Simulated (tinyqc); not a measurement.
Inside a calculation. Model: MOSFET in the linear regime without short-channel effects, parameter extraction from computed curves.

tinyqc, about 0.02 s, one thread, Intel Xeon 2.30GHz (shared host): `OMP_NUM_THREADS=1 python tinyqc.py 2210145 2210146 out.jsonl` Printed values are rounded.

Inversion charge Q = Cox n Vt W0(exp((Vg - VT)/(n Vt))), W0 the Lambert function and n = nf; u = Q/Cox; mobility mu = mu0/(1 + th1 u + th2 u^2); channel resistance Rch = (L - dL)/(W mu Q); Id = Vd/(Rch + Rsd/W). Cox = eps0 eox/tox. Small Vd, no channel-length or drain effects.

Parameters, values chosen for the exercise; channel values of the order met in silicon transistors: temperature T = 77 K; relative permittivity of the gate insulator (close to silicon dioxide) eox = 3.9; insulator thickness tox = 1.1 nm; low-field mobility mu0 = 480 cm^2/(V s); first mobility attenuation factor th1 = 0.11 1/V; second mobility attenuation factor th2 = 0.04 1/V^2; threshold voltage VT = 0.66 V; body factor nf = 1.22; gate width W = 1 um; drawn gate length L = 1.8 um; drawn less effective length dL = 0.013 um; source plus drain resistance Rsd = 92 ohm um; drain voltage Vd = 0.025 V.

Constants: q = 1.602176634e-19 C, kB = 1.380649e-23 J/K, Vt = kB T/q, eps0 = 8.8541878128e-14 F/cm where lengths are in cm. Results are converted to the units shown.

## Transfer curve

Vg, point 0 to 8 (V): [0.42, 0.54, 0.66, 0.78, 0.9, 1.02, 1.14, 1.26, 1.38]

u, mu, Rch and Id as defined.

```
point        u (V)  mu (cm^2/(V s))   Rch (ohm)      Id (uA)
0      1.07767e-15              480  1.10047e18  2.27177e-14
1       2.95362e-9          480.000  4.01521e11   6.22633e-8
2       0.00459109          479.757   2.58444e5    0.0966984
3        0.0996759          474.608     12033.1      2.06183
4         0.213509          468.151     5695.09      4.31996
5         0.329985          461.248     3740.03      6.52396
6         0.447519          454.013     2801.72      8.63941
7         0.565623          446.505     2253.98      10.6565
8         0.684083          438.770     1896.52      12.5721
```

## Threshold and mobility at the peak transconductance

gm_i = (Id_(i+1) - Id_(i-1))/(Vg_(i+1) - Vg_(i-1)); at the point j of largest gm the tangent meets the axis at V_ext = Vg_j - Id_j/gm_j; field-effect mobility gm_j L/(W Cox Vd) with the drawn L.

gm, point 1 to 7 (uS): [0.402910, 8.59096, 17.5969, 18.5922, 17.9977, 17.2190, 16.3864]
j = 4
V_ext = 0.667647 V
field-effect mobility = 426.425 cm^2/(V s)

V_ext is 7.6 mV above the model VT, and the mobility so found is 12 % below mu0 L/(L - dL) = 483 cm^2/(V s), the value for the drawn L; attenuation, series resistance and the slow approach of Q to a straight line all lower the peak gm.

## The Y function

Y_i = Id_i/sqrt(gm_i). For Id = beta Vd x/(1 + th x), x = Vg - VT, Y = sqrt(beta Vd) x whatever th. Slope s from points 4 and 7; VT_Y = Vg - Y/s at point 7; beta = s^2/Vd; mobility beta L/(W Cox) with the drawn L; th* = (beta Vd x/Id - 1)/x at point 7.

Y, point 1 to 7 (uA^0.5 V^0.5): [9.80907e-8, 0.0329912, 0.491513, 1.00188, 1.53781, 2.08200, 2.63253]
s = 4.52960 uA^0.5 V^-0.5
VT_Y = 0.678815 V
beta = 820.689 uA/V^2
mobility from Y = 470.577 cm^2/(V s)
th* = 0.204699 1/V

The mobility from Y is 2.7 % below mu0 L/(L - dL) = 483 cm^2/(V s), which it should reach in deep inversion when th2 = 0. th* compares with th1 + mu0 Cox Rsd/(L - dL) = 0.188 1/V, since series resistance enters like th1.
